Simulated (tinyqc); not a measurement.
Worked calculation: Hueckel theory of the pi electrons with the omega technique, for the molecule BC(=C)C=CC(=C)F (SMILES; centres numbered as the heavy atoms are written). One step of it, computed by the program tinyqc.

Task: Omega technique, round 1. h_r = h_r(0) + omega q_r, omega = 1.4, with q_r = z_r - P_rr; 0.7 of the old diagonal is kept.

Hueckel matrix in units of beta (H = alpha + beta A):
```
           1B        2C        3C        4C        5C        6C        7C        8F
1B  -1.000000  0.700000  0.000000  0.000000  0.000000  0.000000  0.000000  0.000000
2C   0.700000  0.000000  1.000000  1.000000  0.000000  0.000000  0.000000  0.000000
3C   0.000000  1.000000  0.000000  0.000000  0.000000  0.000000  0.000000  0.000000
4C   0.000000  1.000000  0.000000  0.000000  1.000000  0.000000  0.000000  0.000000
5C   0.000000  0.000000  0.000000  1.000000  0.000000  1.000000  0.000000  0.000000
6C   0.000000  0.000000  0.000000  0.000000  1.000000  0.000000  1.000000  0.700000
7C   0.000000  0.000000  0.000000  0.000000  0.000000  1.000000  0.000000  0.000000
8F   0.000000  0.000000  0.000000  0.000000  0.000000  0.700000  0.000000  3.000000
```

charge and bond-order matrix P:
```
           1B         2C         3C         4C         5C         6C         7C         8F
1B   0.094880   0.306523   0.273701   0.078604  -0.063640  -0.026648   0.029946   0.007354
2C   0.306523   1.036063   0.828892   0.459268  -0.016691  -0.078848   0.004711   0.015375
3C   0.273701   0.828892   0.865875  -0.021402  -0.369623   0.004711   0.287957   0.004026
4C   0.078604   0.459268  -0.021402   0.985752   0.794591   0.012725  -0.387767  -0.018243
5C  -0.063640  -0.016691  -0.369623   0.794591   1.015168   0.472902   0.008014  -0.061196
6C  -0.026648  -0.078848   0.004711   0.012725   0.472902   0.967620   0.860669   0.165687
7C   0.029946   0.004711   0.287957  -0.387767   0.008014   0.860669   1.061521  -0.145594
8F   0.007354   0.015375   0.004026  -0.018243  -0.061196   0.165687  -0.145594   1.973122
```

Centres:
```
centre  z_r, pi electrons of the neutral centre          h
1B                                            0  -1.000000
2C                                            1   0.000000
3C                                            1   0.000000
4C                                            1   0.000000
5C                                            1   0.000000
6C                                            1   0.000000
7C                                            1   0.000000
8F                                            2   3.000000
```

Give: matrix after round 1.

Result:

matrix after round 1:
```
         1B       2C      3C      4C       5C      6C       7C      8F
1B  -1.0398   0.7000  0.0000  0.0000   0.0000  0.0000   0.0000  0.0000
2C   0.7000  -0.0151  1.0000  1.0000   0.0000  0.0000   0.0000  0.0000
3C   0.0000   1.0000  0.0563  0.0000   0.0000  0.0000   0.0000  0.0000
4C   0.0000   1.0000  0.0000  0.0060   1.0000  0.0000   0.0000  0.0000
5C   0.0000   0.0000  0.0000  1.0000  -0.0064  1.0000   0.0000  0.0000
6C   0.0000   0.0000  0.0000  0.0000   1.0000  0.0136   1.0000  0.7000
7C   0.0000   0.0000  0.0000  0.0000   0.0000  1.0000  -0.0258  0.0000
8F   0.0000   0.0000  0.0000  0.0000   0.0000  0.7000   0.0000  3.0113
```
